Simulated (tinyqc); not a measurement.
Three descriptions against temperature: one anharmonic mode: perturbation theory, self-consistent phonons and exact levels. Computed by tinyqc, a small Python program. Command: `OMP_NUM_THREADS=1 python tinyqc.py 3030562 3030563 out.jsonl scp walk`. One thread of a shared host (Intel(R) Xeon(R) Processor @ 2.30GHz), about 0.04 s of CPU time with the checks.

V(x) = k x^2/2 + b x^4 for one coordinate x of mass M. A constant K > 0 gives hbar Omega = sqrt((hbar^2/u) K/M) with K in eV/angstrom^2 and M in u.

Inputs (values chosen for the exercise, for a model mode): mode mass M = 25.7 u; harmonic constant k = 5.24 eV/angstrom^2; quartic constant b = 6.94 eV/angstrom^4.

Shape: single well.

Constants: hbar^2/u = 4.18015928e-03 eV angstrom^2; k_B = 8.617333262e-05 eV/K.

Method:
- Self-consistent phonon, centred at x = 0: K = k + 12 b <x^2>, <x^2> = (hbar Omega/(2K)) coth(hbar Omega/(2 k_B T)).
- Its free energy is F = k_B T ln[2 sinh(hbar Omega/(2 k_B T))] + (k - K)<x^2>/2 + 3 b <x^2>^2, an upper bound to the exact one.
- Basis: oscillator states n of the constant |k|, with x = s (a + a+), s^2 = hbar Omega/(2|k|); H = hbar Omega (n + 1/2) + (k - |k|) x^2/2 + b x^4, with exact matrix elements of x^2 and x^4.
- Exact values use 120 basis states: F = -k_B T ln sum exp(-E_n/(k_B T)), and <x^2> is the Boltzmann mean.
- The classical <x^2> is int x^2 exp(-V/(k_B T)) dx / int exp(-V/(k_B T)) dx (2001 points over six exact widths each way).

Results:
```
T (K),"hbar Omega, self-consistent (meV)","<x^2>, self-consistent","<x^2>, exact","F, self-consistent (meV)","F, exact (meV)","<x^2>, classical"
17,29.820,0.0027272,0.0027277,14.755,14.755,2.7834e-04
41,29.820,0.0027284,0.0027288,14.754,14.754,6.6723e-04
85,29.841,0.0028196,0.0028203,14.629,14.629,0.0013685
150,29.952,0.0033089,0.0033108,13.407,13.405,0.0023788
270,30.265,0.0046985,0.0047069,7.2761,7.2694,0.0041733
470,30.833,0.0072611,0.0072943,-11.172,-11.200,0.0069933
810,31.742,0.011462,0.011574,-57.137,-57.246,0.011407
1400,33.110,0.018012,0.018344,-162.37,-162.74,0.018254
```

The self-consistent quantum hardens from 29.82 to 33.11 meV, since a wider spread samples the steep quartic walls. Its <x^2> misses by 0.0 % at the lowest T and -1.8 % at the highest; the excess in F runs from 0.001 to 0.375 meV. The classical value is 0.10 of the exact one at the lowest T and 0.995 at the highest.

Extremes, crossings and ranges named in words are read from the listed rows.
